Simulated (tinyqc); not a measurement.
Empirical pseudopotential in a few plane waves, step by step. One step of it, computed by the program tinyqc.

Problem. Bloch Hamiltonian at G. Basis: the 15 shortest G (labels in 2 pi/a), the same at every k. H(G,G') = c |k + G|^2 delta + VS(|G-G'|^2) cos((G-G').tau) + i VA sin((G-G').tau), tau = a/8 (1,1,1); 1 Ry = 13.605693 eV.

Parameters chosen for this model: fcc lattice, atoms at +/- a/8 (1,1,1); form factors in rydberg at |G|^2 in units of (2 pi/a)^2:
```
parameter                 value      unit
a                      5.620000  angstrom
VS(3)                 -0.244000        Ry
VS(8)                  0.059000        Ry
VS(11)                 0.076000        Ry
VA(3)                         0        Ry
VA(4)                         0        Ry
VA(11)                        0        Ry
hbar^2/2m (2 pi/a)^2   4.762226        eV
```

k point G (2 pi / a): 0  0  0

Give: H(k) at G.

Solution.

H(k) at G (eV), lower triangle:
```
         +0+0+0   -1-1-1   -1-1+1   -1+1-1   -1+1+1   +1-1-1   +1-1+1   +1+1-1
+0+0+0   0.0000
-1-1-1   2.3474  14.2867
-1-1+1  -2.3474   0.0000  14.2867
-1+1-1  -2.3474   0.0000   0.8027  14.2867
-1+1+1  -2.3474  -0.8027   0.0000   0.0000  14.2867
+1-1-1  -2.3474   0.0000   0.8027   0.8027   0.0000  14.2867
+1-1+1  -2.3474  -0.8027   0.0000   0.0000   0.8027   0.0000  14.2867
+1+1-1  -2.3474  -0.8027   0.0000   0.0000   0.8027   0.0000   0.8027  14.2867
+1+1+1   2.3474   0.0000  -0.8027  -0.8027   0.0000  -0.8027   0.0000   0.0000
-2+0+0   0.0000  -2.3474  -2.3474  -2.3474   2.3474   0.7312  -0.7312  -0.7312
+0-2+0   0.0000  -2.3474  -2.3474   0.7312  -0.7312  -2.3474   2.3474  -0.7312
+0+0-2   0.0000  -2.3474   0.7312  -2.3474  -0.7312  -2.3474  -0.7312   2.3474
+0+0+2   0.0000  -0.7312   2.3474  -0.7312  -2.3474  -0.7312  -2.3474   0.7312
+0+2+0   0.0000  -0.7312  -0.7312   2.3474  -2.3474  -0.7312   0.7312  -2.3474
+2+0+0   0.0000  -0.7312  -0.7312  -0.7312   0.7312   2.3474  -2.3474  -2.3474

         +1+1+1   -2+0+0   +0-2+0   +0+0-2   +0+0+2   +0+2+0   +2+0+0
+1+1+1  14.2867
-2+0+0  -0.7312  19.0489
+0-2+0  -0.7312   0.8027  19.0489
+0+0-2  -0.7312   0.8027   0.8027  19.0489
+0+0+2  -2.3474  -0.8027  -0.8027   0.0000  19.0489
+0+2+0  -2.3474  -0.8027   0.0000  -0.8027   0.8027  19.0489
+2+0+0  -2.3474   0.0000  -0.8027  -0.8027   0.8027   0.8027  19.0489
```
